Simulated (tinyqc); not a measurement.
Square on-chip spiral inductor, lumped pi model: one step of the calculation.

Outer diameter do = di + 2 n wd + 2 (n - 1) sp, mean da = (do + di)/2, fill p = (do - di)/(do + di), length l = 4 n da. L = 2.34 mu0 n^2 da/(1 + 2.75 p), mu0 = 4 pi 1e-7 H/m. Rs = rho l/(wd delta (1 - exp(-th/delta))), delta = sqrt(rho/(pi f mu0)). Cs = n wd^2 eps0 eo/hu across the coil. At each end Cox = l wd eps0 eo/(2 ho) leads to the substrate branch Rsi = 2 rs he/(l wd) in parallel with Csi = l wd eps0 11.7/(2 he). With one end grounded Y = 1/(Rs + i w L) + i w Cs + 1/[1/(i w Cox) + 1/(1/Rsi + i w Csi)], w = 2 pi f; Q = -Im Y/Re Y. Eddy currents in neighbouring turns and in the substrate are left out.

Question. Geometry and model elements. do, l, L, delta, Rs, Cs, Cox, Rsi and Csi as defined.

Values chosen for this exercise; values of the order met in silicon radio-frequency processes: number of turns n = 2.5; line width wd = 15 um; space between turns sp = 3 um; inner diameter di = 60 um; metal thickness th = 2 um; metal resistivity rho = 2.2 uohm cm; oxide below the coil ho = 7.9 um; oxide between coil and underpass hu = 0.7 um; relative permittivity of the oxide eo = 3.9; substrate resistivity rs = 1000 ohm cm; effective spreading depth in the substrate he = 50 um; frequency f = 1.4 GHz.

Constants: eps0 = 8.8541878128e-12 F/m. Results are converted to the units shown.

Find: do; l; L; delta; Rs; Cs; Cox; Rsi; Csi.

Answer.

do = 144.00 um
l = 1020.0 um
L = 0.87912 nH
delta = 1.9951 um
Rs = 1.1845 ohm
Cs = 27.748 fF
Cox = 33.439 fF
Rsi = 65359 ohm
Csi = 15.850 fF

Computed by the program tinyqc: `OMP_NUM_THREADS=1 python tinyqc.py 2302143 2302144 out.jsonl`, one thread of a shared Intel Xeon 2.30GHz, about 0.01 s for the whole run.
